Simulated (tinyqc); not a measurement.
Reaction control against transport control: chemical vapour deposition: Grove model, boundary layer, depletion and step coverage. Computed by tinyqc, a small Python program. Command: `OMP_NUM_THREADS=1 python tinyqc.py 3017689 3017690 out.jsonl cvd walk`. One thread of a shared host (Intel(R) Xeon(R) Processor @ 2.30GHz), about 0.01 s of CPU time with the checks.

A precursor diffuses to the surface and reacts there at first order; each molecule that reacts adds one formula unit of film.

Inputs (values chosen for the exercise, close to those used for silicon dioxide from an alkoxysilane): prefactor k0 of k_s = 7.5e+08 cm/s; activation energy E = 1.92 eV; temperature T = 700 C; total pressure p = 760 torr; mole fraction of the precursor Y = 0.0068; gas diffusivity D0 at 273.15 K and 760 torr = 0.48 cm^2/s; film density N = 2.2e+22 formula units/cm^3; gas velocity U = 25 cm/s; kinematic viscosity nu0 at 273.15 K and 760 torr = 0.92 cm^2/s; susceptor length L = 55 cm; channel height b = 9.7 cm.

Reactor: horizontal, atmospheric.

Constants: k_B = 8.617333262e-05 eV/K; k_B = 1.380649e-23 J/K.

Method:
- k_s = k0 exp(-E/(k_B T)); C_g = Y p/(k_B T), 1 torr = 133.322 Pa; D = D0 (T/273.15)^1.75 (760/p).
- nu = nu0 (T/273.15)^1.75 (760/p); Re = U L/nu; mean boundary layer delta = (2/3) L/sqrt(Re), at most b/2; h_g = D/delta.
- Fluxes in series: C_s = C_g/(1 + k_s/h_g); growth rate G = k_s h_g/(k_s + h_g) C_g/N; 1 cm/s = 6e8 nm/min.
- Temperatures in kelvin are T(C) + 273.15.

Rates:
```
T (C)  k_s (cm/s)  h_g (cm/s)  G (nm/min)  reaction limit (nm/min)  transport limit (nm/min)
500    2.2885e-04      1.2578  4.0278e-01               4.0285e-01                    2214.2
550    1.3175e-03      1.3287  2.1763e+00               2.1785e+00                    2196.9
600    6.2075e-03      1.3990  9.6333e+00               9.6760e+00                    2180.8
650    2.4726e-02      1.4689  3.5851e+01               3.6454e+01                    2165.6
700    8.5449e-02      1.5383  1.1322e+02               1.1951e+02                    2151.4
750    2.6159e-01      1.6072  2.9927e+02               3.4798e+02                    2138.0
800    7.2155e-01      1.6757  6.3968e+02               9.1511e+02                    2125.3
850    1.8183e+00      1.7439  1.0787e+03               2.2035e+03                    2113.2
900    4.2351e+00      1.8116  1.4720e+03               4.9134e+03                    2101.7
```

What follows from these numbers?

The apparent activation energy of G is 1.85 eV between the first rows and 0.71 eV between the last, against E = 1.92 eV. k_s passes h_g between 800 and 850 C, where control shifts from the surface to the gas. In the reaction limit the slope is E - k_B T, because C_g falls as 1/T; any further lowering comes from transport.

Extremes, crossings and ranges named in words are read from the listed rows.
